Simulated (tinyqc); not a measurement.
What each parameter does: polytypes by hexagonality, and a cubic inclusion as a quantum well.

Gap: E3 + (E2 - E3) h. Valence top Ev2 h and polarisation P2 h, both counted from 3C; Ec = Ev + gap.

A cubic inclusion of width L = N d in the host (h = 1) is a well of depth V = Ec(host) - Ec(3C). Square well with mass mismatch: k tan(k L/2) = (m_w/m_b) q, k = sqrt(m_w E/c), q = sqrt(m_b (V - E)/c), c = hbar^2/2m0, lowest root. The depth of the level, V - E, is its binding, and the transition to the valence top of the host is gap(host) - (V - E). The step in polarisation gives a field |F| = |P|/(eps eps0) in a thin inclusion, eps0 = 8.8541878e-12 F/m.

Constants: hbar^2/2m0 = 3.80998211 eV angstrom^2.

Parameters, chosen for this exercise (of the order of those of InAs; shifted at random, so the results belong to these values and not to a real crystal): E3 = 0.416 eV (gap of the cubic polytype); E2 = 0.46 eV (gap of 2H); Ev2 = 0.052 eV (valence top of 2H above that of 3C); P2 = 0.0019 C/m^2 (spontaneous polarisation of 2H); m = (0.028, 0.024) m0 (electron mass along c in the cubic layer and in the host); d = 3.496 angstrom (thickness of a double layer); eps = 15.2 (dielectric constant); N = 18 (double layers in the cubic inclusion).

Well depth, depth of the level, transition without the field and field.

Results for these values:
```
case  V (eV)  depth (eV)  transition (eV)  |F| (MV/cm)
base  0.0960      0.0338           0.4262        0.141
```

What happens to each result for m = (0.034, 0.024) m0, all else kept?

Answer: V does not change at the printed digits; depth rises from 0.0338 to 0.0350; transition falls from 0.4262 to 0.4250; |F| does not change at the printed digits.

The same for each parameter in turn:
```
case                   V (eV)  depth (eV)  transition (eV)  |F| (MV/cm)
base                   0.0960      0.0338           0.4262        0.141
N = 19                 0.0960      0.0360           0.4240        0.141
Ev2 = 0.082 eV         0.1260      0.0518           0.4082        0.141
E3 = 0.396 eV          0.1160      0.0456           0.4144        0.141
E2 = 0.49 eV           0.1260      0.0518           0.4382        0.141
P2 = 0.0025 C/m^2      0.0960      0.0338           0.4262        0.186
eps = 16.2             0.0960      0.0338           0.4262        0.132
m = (0.034, 0.024) m0  0.0960      0.0350           0.4250        0.141
```

Computed by tinyqc, a small Python program: `OMP_NUM_THREADS=1 python tinyqc.py 1881113 1881114 out.jsonl` (the numbers bound the seed that draws the inputs); one thread of a shared host (Intel(R) Xeon(R) Processor @ 2.30GHz), about 0.1 s for the whole set of steps.
